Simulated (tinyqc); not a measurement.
# Band bending at a free surface with a continuum of surface states, surface photovoltage and Kelvin probe: effects of single changes

n-type bulk, xi = Ec - EF = Vt ln(Nc/Nd), p0 = ni^2/Nd, ni = sqrt(Nc Nv) exp(-Eg/(2 Vt)), Eg in volts. b is the upward band bending, u = b/Vt. Space charge per area, in units of q: Qc = sign(b) sqrt((2 eps0 eps_r Vt/q) [(Nd + dn)(exp(-u) - 1) + Nd u + (p0 + dn)(exp(u) - 1)]), with dn the excess density under light (flat quasi-Fermi levels; 0 in the dark). The states hold -Ds (E0 - xi - b): negative while the Fermi level lies above the neutrality level. Neutrality: Qc + Qf + (charge of the states) = 0.

Values chosen for this exercise; band and dielectric values close to those of gallium arsenide: temperature T = 300 K; band gap Eg = 1.44 eV; relative permittivity eps_r = 12.7; conduction-band density of states at T Nc = 4.45e17 cm^-3; valence-band density of states at T Nv = 8.95e18 cm^-3; electron affinity chi = 4.1 eV; donor density Nd = 2.2e15 cm^-3; fixed positive charge at the surface Qf = 1.1e11 cm^-2; work function of the probe tip pt = 5.04 eV; density of surface states Ds = 7.4e12 cm^-2 eV^-1; depth of their neutrality level below the conduction edge E0 = 0.5 eV.

Constants: q = 1.602176634e-19 C, kB = 1.380649e-23 J/K, Vt = kB T/q, eps0 = 8.8541878128e-14 F/cm where lengths are in cm. Results are converted to the units shown.

Each table varies one quantity; the others keep the values above.

## Pinning by the surface states

b solves the neutrality condition in the dark.

Pinning by the surface states:
```
Ds (cm^-2 eV^-1)	b (V)	xi + b (eV)	Qc (cm^-2)
2.4e10	-0.07200	0.06526	-9.957e10
6.7e10	-0.06374	0.07352	-8.143e10
1.8e11	-0.03743	0.09984	-3.797e10
5.1e11	0.07186	0.2091	3.835e10
1.4e12	0.2278	0.3650	7.896e10
3.9e12	0.3105	0.4478	9.376e10
1.1e13	0.3437	0.4810	9.908e10
2.9e13	0.3555	0.4927	1.009e11
8.1e13	0.3601	0.4974	1.016e11
```

Read the table: what changes, and by how much?

b rises from -0.0720 to 0.360 V. The Fermi level moves towards E0 = 0.5 eV and is within 2.61 meV of it in the last row; it is half-way there at the Ds that solves Ds b = Qc(b) + Qf with b = (E0 - xi)/2, 9.89e11 cm^-2 eV^-1.

## Kelvin-probe contrast of the doping

Same model as above.

Work function chi + xi + b; contact potential difference CPD = (work function of the sample) - pt.

Kelvin-probe contrast of the doping:
```
Nd (cm^-3)	xi (eV)	b (V)	CPD (mV)
8.3e13	0.22199	0.26091	-457.10
2e14	0.19925	0.28225	-458.49
4.7e14	0.17717	0.30220	-460.63
1.1e15	0.15518	0.32083	-463.98
2.7e15	0.13197	0.33846	-469.57
6.4e15	0.10966	0.35233	-478.01
1.5e16	0.087639	0.36157	-490.79
3.7e16	0.064298	0.36419	-511.51
```

Read the table: what changes, and by how much?

xi falls by 158 mV over the table and the CPD by 54.4 mV; b rises from 0.261 to 0.364 V. Between the first two rows the CPD follows 6.11 % of the change of xi, and between the last two 88.8 %. It is below 100 % where b rises with the doping (pinning hides it).

## Photovoltage against injection

Same model as above.

Under chopped light the surface charge keeps its dark value, so b falls to bL with Qc(bL, dn) = Qc(b, 0); the photovoltage is b - bL.

Photovoltage against injection:
```
dn (cm^-3)	bL (V)	photovoltage (mV)	share of b removed (%)
2.6e6	0.3347	0.01280	0.003824
3.2e7	0.3345	0.1566	0.04680
4e8	0.3328	1.835	0.5482
5e9	0.3205	14.21	4.246
6.2e10	0.2868	47.89	14.31
7.7e11	0.2394	95.24	28.46
9.6e12	0.1858	148.9	44.49
1.2e14	0.1291	205.5	61.42
1.5e15	0.07280	261.9	78.25
1.8e16	0.02909	305.6	91.31
```

What does the table show?

The photovoltage rises from 0.0128 to 306 mV, towards the full b = 335 mV. Its steepest rise is 51.7 mV a decade (Vt ln 10 = 59.5 mV), and it reaches 91.3 % of b in the last row: even strong light does not flatten the bands fully, so a saturation reading understates b. For dn = 1.8e16 the injection is high, and a Dember voltage, left out here, adds to the signal.

Numbers from tinyqc (`OMP_NUM_THREADS=1 python tinyqc.py 2430114 2430115 out.jsonl`; about 0.01 s on one thread of a shared Intel Xeon 2.30GHz).
